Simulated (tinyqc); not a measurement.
# Magnetoresistance against angle

Conductance G = G0 (1 + P1 P2 cos(phi)) at low bias, phi the angle between the magnetisations, normalised to Rp = RA/area at phi = 0.

Inputs (values chosen for the exercise): diameter Dm = 37 nm; spin polarisation of the reference layer P1 = 0.68; spin polarisation of the free layer P2 = 0.65; resistance-area product, parallel state RA = 8.9 ohm um^2.

Result of one run:

| phi (degree) | R (kohm) | R/Rp - 1 (%) | share of the full TMR (%) |
|---|---|---|---|
| 180 | 21.39 | 158.4 | 100.0 |

What becomes of these results when the angle phi is changed from 180 to 160 degree, all else the same?

Result of the changed run:

| phi (degree) | R (kohm) | R/Rp - 1 (%) | share of the full TMR (%) |
|---|---|---|---|
| 160 | 20.42 | 146.6 | 92.56 |

The whole series:

| phi (degree) | R (kohm) | R/Rp - 1 (%) | share of the full TMR (%) |
|---|---|---|---|
| 0 | 8.277 | 0 | 0 |
| 20 | 8.433 | 1.883 | 1.189 |
| 45 | 9.094 | 9.863 | 6.226 |
| 70 | 10.37 | 25.26 | 15.95 |
| 90 | 11.94 | 44.20 | 27.90 |
| 110 | 14.06 | 69.88 | 44.11 |
| 135 | 17.36 | 109.8 | 69.28 |
| 160 | 20.42 | 146.6 | 92.56 |
| 180 | 21.39 | 158.4 | 100.0 |

R rises from 8.28 to 21.4 kohm, TMR0 = 158 %. It is the conductance that follows cos(phi), so at 90 degrees R has covered only (1 - P1 P2)/2 = 27.9 % of its range.

tinyqc, about 0.01 s, one thread, Intel Xeon 2.30GHz (shared host): `OMP_NUM_THREADS=1 python tinyqc.py 2450115 2450116 out.jsonl`
